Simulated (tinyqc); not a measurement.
The integration grid: Kohn-Sham LDA (VWN5) on finer and finer grids in the sto-3g basis, for BeH+, spin multiplicity 1. Computed by the program tinyqc with PySCF. 

Geometry (angstrom):
```
atom       x       y       z
Be    0.0000  0.0000  0.0000
H     0.0000  0.0000  1.7720
```

Self-consistent on each grid; the net force on the molecule should vanish.

Kohn-Sham energy on Becke grids (radial x angular points per atom):
```
grid       points  residual of the electron count  E (hartree)  E - finest (mhartree)  largest net force without grid terms (hartree/bohr)
10 x 14       275                        2.56e-02    -14.52027              -28.72171                                             3.56e-04
15 x 26       773                       -7.54e-03    -14.48479                6.75964                                             8.13e-04
20 x 50      1990                        2.36e-04    -14.49161               -0.06821                                             1.58e-04
30 x 86      5145                        2.18e-04    -14.49164               -0.09759                                             1.42e-04
50 x 194    19375                       -2.15e-06    -14.49155               -0.00062                                             3.84e-06
75 x 302    45250                        7.98e-08    -14.49155                0.00011                                             2.57e-07
120 x 590  141476                       -9.06e-10    -14.49155                0.00000                                             1.13e-08
```

The energy is within 0.1 mhartree of the finest grid first at 20 x 50. The error has both signs, since quadrature is not variational. The electron count and the net force are cheap signs of a poor grid.
